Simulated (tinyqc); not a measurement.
Tension along [110]: repopulation and mass change: two-band k.p model of the Delta valleys near the X point under shear strain.

Valley pair on the [001] axis, kz counted from the X point, c = hbar^2/2m0, k0 = kx0 2 pi/a. H = (c kz^2/ml + c (kx^2 + ky^2)/mt + c k0^2/ml) 1 + (2 c k0 kz/ml) sigma_z + (D exy - 2 c kx ky/Mp) sigma_x, so E = c kz^2/ml + c (kx^2 + ky^2)/mt + c k0^2/ml -/+ sqrt((2 c k0 kz/ml)^2 + (D exy - 2 c kx ky/Mp)^2). Without strain the lower band has its minima, E = 0, at kz = +/- k0. Shifts from diagonal strain are left out.

For |eta| < 1: k_min = k0 sqrt(1 - eta^2), E_min = -Delta eta^2/2, ml(eta) = ml/(1 - eta^2), 1/m[110] = 1/mt + eta/Mp, 1/m[1-10] = 1/mt - eta/Mp. For |eta| > 1 the minimum sits at X: E_min = -Delta (2 |eta| - 1)/2, ml(eta) = ml/(1 - 1/|eta|), and eta is replaced by its sign in the transverse masses. Here Delta = 2 c k0^2/ml and eta = D exy/Delta.

s11 = (C11 + C12)/((C11 - C12)(C11 + 2 C12)), s12 = -C12/((C11 - C12)(C11 + 2 C12)), s44 = 1/C44; exx = s11 sxx + s12 (syy + szz) and cyclic, exy = s44 sxy/2; tension is positive. A uniaxial stress X along the unit vector n is s_ij = X n_i n_j.

Constants: hbar^2/2m0 = 3.80998211 eV angstrom^2; kB = 8.617333262e-05 eV/K.

Parameters, chosen for this exercise (near those of Si; not measured data): a = 5.438 angstrom (lattice constant); ml = 0.902 m0 (longitudinal mass); mt = 0.196 m0 (transverse mass); kx0 = 0.153 2 pi/a (distance of the minimum from X); D = 12.9 eV (shear deformation potential); Mp = 0.225 m0 (coupling mass); C11 = 168.7 GPa; C12 = 64.4 GPa; C44 = 79.8 GPa; Xu = 9.15 eV (uniaxial potential); T = 300 K (temperature).

The z valleys move against the x and y valleys by Xu (ezz - exx) and, through the shear, by E_min. Share of the z valleys n = w/(w + 2 exp(dE/kT)), dE the total relative shift, w = sqrt(ml(eta) m[110] m[1-10]/(ml mt^2)). Along [110]: 1/m_c = n/m[110] + (1 - n)(1/ml + 1/mt)/2. Fixed masses means E_min = 0, w = 1, m[110] = mt. Gains are against 3/(1/ml + 2/mt) at a fixed scattering time.

Results:

| X (GPa) | Xu (ezz - exx) (meV) | E_min (meV) | m[110] | m_c fixed masses | m_c with shear | gain fixed (%) | gain with shear (%) |
|---|---|---|---|---|---|---|---|
| 0.00 | 0.0 | 0.0 | 0.1960 | 0.2652 | 0.2652 | 0.0 | 0.0 |
| 0.50 | -21.9 | -0.8 | 0.1837 | 0.2392 | 0.2281 | 10.9 | 16.3 |
| 1.00 | -43.9 | -3.1 | 0.1729 | 0.2190 | 0.1947 | 21.1 | 36.2 |
| 1.50 | -65.8 | -7.0 | 0.1633 | 0.2070 | 0.1720 | 28.1 | 54.2 |
| 2.00 | -87.7 | -12.4 | 0.1547 | 0.2010 | 0.1577 | 32.0 | 68.1 |
| 3.00 | -131.6 | -27.8 | 0.1400 | 0.1969 | 0.1403 | 34.7 | 89.1 |

Give the missing row, X (GPa) = 0.25.

Computed row:
```
X (GPa)  Xu (ezz - exx) (meV)  E_min (meV)  m[110]  m_c fixed masses  m_c with shear  gain fixed (%)  gain with shear (%)
0.25                    -11.0         -0.2  0.1897            0.2519          0.2470             5.3                  7.4
```

At 1 GPa repopulation alone gives 21.1 % and the shear terms raise it to 36.2 %. From 2 to 3 GPa the fixed-mass gain grows by 2.7 points, towards its ceiling of 35.3 % when all electrons sit in the z valleys, whereas the gain with shear grows by 21.0 points because m[110] keeps falling.

tinyqc: `OMP_NUM_THREADS=1 python tinyqc.py 1050584 1050585 out.jsonl`; about 0.01 s, one thread, shared Intel(R) Xeon(R) Processor @ 2.30GHz.
